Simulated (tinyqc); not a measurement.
Inside a calculation. Model: undoped symmetric double-gate MOSFET, analytic potential model.

Numbers from tinyqc (`OMP_NUM_THREADS=1 python tinyqc.py 2440135 2440136 out.jsonl`; about 0.02 s on one thread of a shared Intel Xeon 2.30GHz). Printed values are rounded.

An undoped body of thickness ts between two equal insulators and tied gates; long channel, electrons only, n = ni exp((psi - V)/Vt) with V the quasi-Fermi potential (0 at the source, Vd at the drain), constant mobility, no quantisation. Across the body psi(x) = V - 2 Vt ln[(ts/(2 beta)) sqrt(q ni/(2 eps0 eps_r Vt)) cos(2 beta x/ts)], x from the centre. Q is the electron charge per area of the whole body.

Values chosen for this exercise; material values close to those of silicon: temperature T = 293 K; band gap Eg = 1.1 eV; relative permittivity of the semiconductor eps_r = 11.6; conduction-band density of states at T Nc = 2.73e19 cm^-3; valence-band density of states at T Nv = 2.56e19 cm^-3; relative permittivity of the gate insulator eox = 7.43; insulator thickness tox = 4 nm; body thickness ts = 12 nm; gate work function less that of the intrinsic body dphi = 0.15 V; channel mobility mu = 140 cm^2/(V s); gate length L = 0.1 um; gate voltage Vg = 0.54 V; drain voltage Vd = 1 V.

Constants: q = 1.602176634e-19 C, kB = 1.380649e-23 J/K, Vt = kB T/q, eps0 = 8.8541878128e-14 F/cm where lengths are in cm. Results are converted to the units shown.

## Constants of the body

ni = sqrt(Nc Nv) exp(-Eg/(2 Vt)), Eg in volts; r = eps_r tox/(eox ts); V0 = dphi + 2 Vt ln[(2/ts) sqrt(2 eps0 eps_r Vt/(q ni))].

ni = 9.15940e9 cm^-3
r = 0.520413
V0 = 0.614635 V

## Iteration 1: beta at the source by Newton steps

beta at the start = 0.5

With V = 0: f = ln(beta) - ln(cos beta) + 2 r beta tan(beta) - (Vg - V0)/(2 Vt); f' = 1/beta + tan(beta) + 2 r [tan(beta) + beta/cos^2(beta)]; beta(new) = beta - f/f'.

f = 1.19972
f' = 3.79064
beta after iteration 1 = 0.183503

## Iteration 2: beta at the source by Newton steps

As before.

f = -0.165159
f' = 6.02582
beta after iteration 2 = 0.210912

## Course of the iteration: beta at the source by Newton steps

Stop when beta changes by less than 1e-11, or after 40 iterations. beta must stay between 0 and pi/2.

Course of the iteration:

| iteration | beta | \|change\| |
|---|---|---|
| 1 | 0.183503 | 0.316 |
| 2 | 0.210912 | 0.0274 |
| 3 | 0.212562 | 1.65e-3 |
| 4 | 0.212567 | 4.82e-6 |
| 5 | 0.212567 | 4.06e-11 |
| 6 | 0.212567 | 0 |

Converged in 6 iterations. At the end the number of correct digits about doubles with each step.

## Charges and drain current

beta_s = 0.212567
beta_d = 5.72553e-10

beta (between 0 and pi/2) solves (Vg - V0 - V)/(2 Vt) = ln(beta) - ln(cos beta) + 2 r beta tan(beta). Q = 8 eps0 eps_r Vt beta tan(beta)/ts; I = mu (1/L)(4 eps0 eps_r/ts)(2 Vt)^2 [g(beta_s) - g(beta_d)] per width, g = beta tan(beta) - beta^2/2 + r beta^2 tan^2(beta), with beta_s at V = 0 and beta_d at V = Vd.

Qs = 7.93155 nC/cm^2
Qd = 5.66745e-17 nC/cm^2
g(beta_s) = 0.0243808
g(beta_d) = 1.63909e-19
I = 0.297990 uA/um

The term r beta^2 tan^2(beta), which gives the square law, makes up 4.49 % of g at the source.

## Potential and electron density across the body at the source

| point | x/ts |
|---|---|
| 0 | 0 |
| 1 | 0.1 |
| 2 | 0.2 |
| 3 | 0.3 |
| 4 | 0.4 |
| 5 | 0.45 |
| 6 | 0.5 |

psi(x) as above with V = 0 and beta = beta_s; n = ni exp(psi/Vt).

| point | psi (V) | n (cm^-3) |
|---|---|---|
| 0 | 0.386439 | 4.06308e16 |
| 1 | 0.386485 | 4.07043e16 |
| 2 | 0.386622 | 4.09260e16 |
| 3 | 0.386851 | 4.12989e16 |
| 4 | 0.387173 | 4.18288e16 |
| 5 | 0.387369 | 4.21549e16 |
| 6 | 0.387589 | 4.25234e16 |

The density at the surface is 1.05 times that at the centre (1/cos^2 beta).
